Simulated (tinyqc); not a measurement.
Surface photovoltage measurement of the minority-carrier diffusion length in a wafer: one step, computed by the program tinyqc.

Low injection, steady light, a depletion layer much thinner than 1/alpha and L. The excess density dn is taken at the front edge of the neutral region; light that reaches the back is lost.

Question. One wavelength. alpha = (84.732/lambda - 76.417)^2 per cm with lambda in micrometre (an empirical fit for silicon between 0.7 and 1.05 micrometre). Thick wafer: dn = Phi L/((S_f + D/L)(L + 1/alpha)). Finite wafer, with s = S_b L/D, w = W/L, a = alpha L: dn = [Phi a/(a^2 - 1)] [a - B - exp(-alpha W)(a - s)/(cosh w + s sinh w)]/(S_f + B D/L), B = (sinh w + s cosh w)/(cosh w + s sinh w). Photovoltage V = (k_B T/e) ln(1 + dn/n_0). Lifetime = L^2/D.

Inputs (values chosen for the exercise, modelled on p-type silicon at room temperature):

| quantity | value | unit |
|---|---|---|
| diffusion length L | 29 | micrometre |
| wafer thickness W | 725 | micrometre |
| diffusivity D | 27.1 | cm^2/s |
| front recombination velocity S_f | 2900 | cm/s |
| back recombination velocity S_b | 140000 | cm/s |
| photon flux entering | 2.4e+13 | 1/(cm^2 s) |
| minority density at the surface barrier scale n_0 | 2.2e+08 | 1/cm^3 |
| temperature T | 298 | K |
| wavelength | 933 | nm |

Constants: k_B = 8.617333262e-05 eV/K.

Give: alpha; penetration depth 1/alpha; dn, thick wafer; B; dn, finite wafer; photovoltage V; lifetime.

Answer.

alpha = 207.35 1/cm

penetration depth 1/alpha = 48.227 micrometre

dn, thick wafer = 7.3601e+08 1/cm^3

B = 1

dn, finite wafer = 7.3601e+08 1/cm^3

photovoltage V = 37.727 mV

lifetime = 0.31033 microsecond

Caution: dn is not small against n_0, so V is not linear in the flux; the constant-flux reading then needs dn, not V.
